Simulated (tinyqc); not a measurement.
Which current rules in forward bias: trap-assisted generation and recombination current of an abrupt junction. Computed by tinyqc, a small Python program. Command: `OMP_NUM_THREADS=1 python tinyqc.py 3020821 3020822 out.jsonl junctionleak walk`. One thread of a shared host (Intel(R) Xeon(R) Processor @ 2.30GHz), about 0.01 s of CPU time with the checks.

Depletion approximation, flat quasi-Fermi levels across the depleted layer, long neutral regions with minority lifetimes tau_n and tau_p, full ionisation and Boltzmann statistics. Voltages in exponents stand for e V.

Inputs (values chosen for the exercise, for a model semiconductor):

| quantity | value | unit |
|---|---|---|
| gap E_g | 1.12 | eV |
| electron mass m_e | 0.302 | m_0 |
| valleys M_c | 6 | - |
| hole mass m_h | 0.996 | m_0 |
| dielectric constant eps | 9.71 | - |
| acceptor density N_A | 3.6e+16 | cm^-3 |
| donor density N_D | 3.2e+18 | cm^-3 |
| capture time tau_n | 7.6e-05 | s |
| capture time tau_p | 4.3e-06 | s |
| trap level E_t - E_i | -0.1 | eV |
| electron diffusion coefficient D_n | 22 | cm^2/s |
| hole diffusion coefficient D_p | 11 | cm^2/s |
| temperature T | 250 | K |

Field enhancement: none.

Constants: k_B = 8.617333262e-05 eV/K; m_0 = 9.1093837015e-31 kg; k_B = 1.380649e-23 J/K; h = 6.62607015e-34 J s; e = 1.602176634e-19 C; eps_0 = 8.8541878128e-12 F/m.

Method:
- N_c = 2 M_c (2 pi m_e k_B T/h^2)^(3/2) and N_v = 2 (2 pi m_h k_B T/h^2)^(3/2), masses in units of m_0.
- n_i = sqrt(N_c N_v) exp(-E_g/2 k_B T); V_bi = (k_B T/e) ln(N_A N_D/n_i^2); diffusion saturation current J_d0 = e n_i^2 [sqrt(D_n/tau_n)/N_A + sqrt(D_p/tau_p)/N_D].
- W = sqrt(2 eps eps_0 (V_bi - V)(1/N_A + 1/N_D)/e), x_p = W N_D/(N_A + N_D), x_n = W - x_p, peak field F_m = 2 (V_bi - V)/W; reverse bias means V = -V_r.
- Potential from the p edge: phi = (V_bi - V) x^2/(x_p W) on the p side and (V_bi - V)[1 - (W - x)^2/(x_n W)] on the n side; p = N_A exp(-phi/k_B T), n = n_i^2 exp(V/k_B T)/p; U = (n p - n_i^2)/[tau_p (n + n_i exp(dE/k_B T)) + tau_n (p + n_i exp(-dE/k_B T))], dE = E_t - E_i, n1 = n_i exp(dE/k_B T), p1 = n_i exp(-dE/k_B T); J_t = e int U dx by the trapezoid rule on 400 intervals on each side.
- J_d = J_d0 (exp(V/k_B T) - 1). Ideality n = (e/k_B T) dV/d ln J, central difference of 1 mV. The rows stop just below the bias where n = 0.1 p or tau_p n = 0.1 tau_n p at the p edge, or the like at the n edge.

k_B T = 0.0215433 eV

n_i = 9.76051e+07 cm^-3

J_d0 = 2.35746e-17 A/cm^2

Forward characteristic:

| V (V) | J_t (A/cm^2) | J_d (A/cm^2) | ideality of J_t | ideality of the sum |
|---|---|---|---|---|
| 0.16 | 4.8796e-12 | 3.9595e-14 | 1.2248 | 1.2226 |
| 0.25 | 1.0534e-10 | 2.5836e-12 | 1.5457 | 1.5258 |
| 0.34 | 1.2088e-09 | 1.6848e-10 | 1.8405 | 1.6689 |
| 0.43 | 1.1134e-08 | 1.0987e-08 | 1.9000 | 1.3131 |
| 0.52 | 1.0075e-07 | 7.1644e-07 | 1.8885 | 1.0616 |
| 0.61 | 9.3750e-07 | 4.6720e-05 | 1.8535 | 1.0091 |
| 0.70 | 9.2636e-06 | 3.0467e-03 | 1.7881 | 1.0013 |
| 0.80 | 1.3410e-04 | 3.1603e-01 | 1.6931 | 1.0002 |

What does the comparison show, and why?

Diffusion overtakes recombination between 0.43 and 0.52 V, and the ideality of the sum goes from 1.22 to 1.00, with a maximum of 1.67 at 0.34 V. The ideality of J_t alone lies between 1.22 and 1.90; it is near 1 at low bias, where re-emission from a level off midgap limits the rate, and rises once n and p exceed n1 and p1.

Extremes, crossings and ranges named in words are read from the listed rows.
